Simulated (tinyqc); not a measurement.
Gated graphene, quantum capacitance: effect of the temperature.

phi is the Fermi level above the Dirac point, in volts; Vg is counted from the gate voltage of charge neutrality. Ideal linear bands, no charge puddles.

N0 = (2/pi)(kB T/(hbar vF))^2; n = N0 F1(phi/Vt), p = N0 F1(-phi/Vt), F1(e) = int_0^infinity u du/(1 + exp(u - e)) = -Li2(-exp(e)); Cq = q d(n - p)/dphi = (q N0/Vt) ln[2 (1 + cosh(phi/Vt))]. Cox = eps0 eox/tox; Vg = phi + q (n - p + Dit phi)/Cox. 1/C_G = 1/Cox + 1/(Cq + q Dit); dphi/dVg = Cox/(Cox + Cq + q Dit).

Inputs (values chosen for the exercise); values close to those of graphene:
- eox = 8.93 (relative permittivity of the gate insulator (close to aluminium oxide))
- tox = 23 nm (insulator thickness)
- vF = 1.07e6 m/s (Fermi velocity)
- Dit = 0 cm^-2 eV^-1 (density of traps)
- Vg = 0.88 V (gate voltage)

Constants: q = 1.602176634e-19 C, kB = 1.380649e-23 J/K, hbar = 1.054571817e-34 J s, Vt = kB T/q, eps0 = 8.8541878128e-14 F/cm where lengths are in cm. Results are converted to the units shown.

The same in every row: Cox (uF/cm^2) = 0.34377.

Effect of the temperature:

| T (K) | phi (V) | n - p (cm^-2) | Cq (uF/cm^2) | C_G (uF/cm^2) | dphi/dVg | n + p (cm^-2) |
|---|---|---|---|---|---|---|
| 50 | 0.15545 | 1.5546e12 | 3.1966 | 0.31039 | 0.097102 | 1.5546e12 |
| 77 | 0.15521 | 1.5552e12 | 3.1916 | 0.31035 | 0.097240 | 1.5552e12 |
| 120 | 0.15460 | 1.5565e12 | 3.1792 | 0.31023 | 0.097582 | 1.5565e12 |
| 200 | 0.15277 | 1.5604e12 | 3.1415 | 0.30987 | 0.098635 | 1.5604e12 |
| 300 | 0.14915 | 1.5682e12 | 3.0703 | 0.30916 | 0.10069 | 1.5687e12 |
| 400 | 0.14411 | 1.5790e12 | 2.9849 | 0.30827 | 0.10328 | 1.5836e12 |
| 500 | 0.13786 | 1.5924e12 | 2.9057 | 0.30740 | 0.10579 | 1.6116e12 |

What does the comparison show?

As T goes from 50 to 500, Cq falls from 3.20 to 2.91 uF/cm^2, C_G/Cox falls from 0.903 to 0.894 and n - p rises from 1.55e12 to 1.59e12 cm^-2. Cq exceeds Cox in every row, so the insulator is the tighter limit, though Cq still cuts C_G by up to 11 %.

Computed by the program tinyqc: `OMP_NUM_THREADS=1 python tinyqc.py 2200153 2200154 out.jsonl`, one thread of a shared Intel Xeon 2.30GHz, about 0.01 s for the whole run.
